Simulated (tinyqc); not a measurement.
Rayleigh-quotient iteration on a symmetric matrix, step by step. Computed by tinyqc, a small Python program that keeps every step. Settings: method = rayleigh, shift = 0.2. Command: `OMP_NUM_THREADS=1 python tinyqc.py 21393 21394 out.jsonl` (the two numbers bound the seeds that draw the settings). One thread of a shared host (Intel(R) Xeon(R) Processor @ 2.60GHz), about 0.01 s of CPU time with the checks.

## Step 1

A:
```
           1          2          3
1   2.450000  -0.207000  -0.300000
2  -0.207000   4.404000   0.603000
3  -0.300000   0.603000   5.888000
```

vector v at the start: 0.577350  0.577350  0.577350

shift = 0.200000

solve (A - shift) w = v; v' = w/|w| with its largest component positive (the first on a tie); lambda = v'^T A v'; the next shift is lambda.

vector after step 1: 0.856407  0.413832  0.308723

Rayleigh quotient after step 1 = 2.961029

## Step 2

As before.

vector after step 2: 0.997558  -0.049640  0.049137

Rayleigh quotient after step 2 = 2.451265

## Step 3

As before.

vector after step 3: 0.993877  0.084335  0.071385

Rayleigh quotient after step 3 = 2.411408

## Course of the iteration

Stop when the residual |A v - lambda v| is below 1e-9.

Steps:
```
step      lambda  residual
1     2.96102942  1.24e+00
2     2.45126482  3.17e-01
3     2.41140780  5.45e-03
4     2.41139321  4.03e-08
5     2.41139321  4.51e-16
```

all eigenvalues, for comparison: 2.411393  4.194829  6.135778

Converged in 5 steps.
